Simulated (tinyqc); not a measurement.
Solid solubility of a dopant against its melt (retrograde solidus), clustering and the electrically active fraction: one step, computed by the program tinyqc. Command: `OMP_NUM_THREADS=1 python tinyqc.py 3027330 3027331 out.jsonl retro walk`. One thread of a shared host (Intel(R) Xeon(R) Processor @ 2.30GHz), about 0.01 s of CPU time with the checks.

Problem. Liquidus and solidus at T. x_l and x_s are atom fractions of the dopant in melt and solid; the solid is dilute. Liquidus of the host: R T ln(1 - x_l) + L x_l^2 = -H_f (1 - T/T_m). Distribution: k = x_s/x_l = exp[L (1 - x_l)^2/(R T)] exp(S/k_B - H/(k_B T)), the first factor being the activity coefficient in the melt. Solubility = x_s N0; at T_m x_l = 0.

Inputs (values chosen for the exercise, of the order of those of antimony in silicon for the solubility):
```
quantity,value,unit
melting point of the host T_m,1687,K
heat of melting of the host H_f,50.2,kJ/mol
interaction L of the melt,3,kJ/mol
enthalpy of transfer from melt to solid H,0.762,eV
entropy of transfer S,1.31,k_B
site density N0,5e+22,1/cm^3
temperature T,1063,K
```

Constants: R = 8.314462618 J/(mol K); k_B = 8.617333262e-05 eV/K.

Give: x_l; distribution coefficient k; x_s; solubility; k at the melting point.

Solution.

x_l = 0.9075

distribution coefficient k = 9.067e-04

x_s = 8.228e-04

solubility = 4.114e+19 1/cm^3

k at the melting point = 0.02429

k has changed by a factor 0.037 from its value at T_m, while x_l has grown from 0 to 0.907.
